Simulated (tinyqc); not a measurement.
Inside a calculation. Method: sp3 tight binding, zinc-blende lattice. One step of it, computed by the program tinyqc.

Question. Bloch Hamiltonian at X. Slater-Koster rules over the four bonds with direction cosines (l, m, n): ss V_ss; s-px l V_sp; px-s -l V_sp; px-px l^2 V_pps + (1 - l^2) V_ppp; px-py l m (V_pps - V_ppp); each times exp(i k.d).

Parameters chosen for this model: zinc-blende lattice, anion at 0, cation at a/4 (1,1,1); V = eta hbar^2 / (m d^2), hbar^2/m = 7.619964 eV angstrom^2:

| parameter | value | unit |
|---|---|---|
| a | 6.170000 | angstrom |
| d | 2.671688 | angstrom |
| Es anion | -13.140000 | eV |
| Ep anion | -6.540000 | eV |
| Es cation | -13.140000 | eV |
| Ep cation | -6.540000 | eV |
| eta ss | -1.320000 |  |
| eta sp | 1.420000 |  |
| eta pp sigma | 2.220000 |  |
| eta pp pi | -0.630000 |  |
| V ss | -1.409144 | eV |
| V sp | 1.515897 | eV |
| V pp sigma | 2.369923 | eV |
| V pp pi | -0.672546 | eV |

k point X (2 pi / a): 1  0  0

Give: H(k) at X.

Answer.

H(k) at X (eV), lower triangle (Hermitian):
```
                 a s            a px            a py            a pz
a s         -13.1400
a px          0.0000         -6.5400
a py          0.0000          0.0000         -6.5400
a pz          0.0000          0.0000          0.0000         -6.5400
c s           0.0000  0.0000+3.5008i          0.0000          0.0000
c px  0.0000-3.5008i          0.0000          0.0000          0.0000
c py          0.0000          0.0000          0.0000  0.0000-4.0566i
c pz          0.0000          0.0000  0.0000-4.0566i          0.0000

           c s     c px     c py     c pz
c s   -13.1400
c px    0.0000  -6.5400
c py    0.0000   0.0000  -6.5400
c pz    0.0000   0.0000   0.0000  -6.5400
```
